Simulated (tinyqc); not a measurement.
Length of a molecular wire: coherent transport through a tight-binding bridge. Computed by the program tinyqc. 

A uniform bridge between two chains:
```
parameter                        value
site energy (eV)              1.610000
hopping in the bridge (eV)    1.410000
lead hopping (eV)             2.810000
couplings (eV)              0.43, 0.35
E (eV)                        0.220000
```

T = Gamma_L Gamma_R |G_1n|^2 with the self-energies of semi-infinite chains.

Transmission against length:
```
sites           T    ln T
2      8.7758e-01  -0.131
3      5.5925e-03  -5.186
4      6.0341e-03  -5.110
5      6.6310e-01  -0.411
6      5.4515e-03  -5.212
7      6.2266e-03  -5.079
8      4.6484e-01  -0.766
9      5.3220e-03  -5.236
10     6.4363e-03  -5.046
```

E lies inside the band of the bridge (|E - e|/2h = 0.493 < 1): T does not decay but oscillates with length, between 0.005 and 0.878 here, as levels of the bridge pass E.
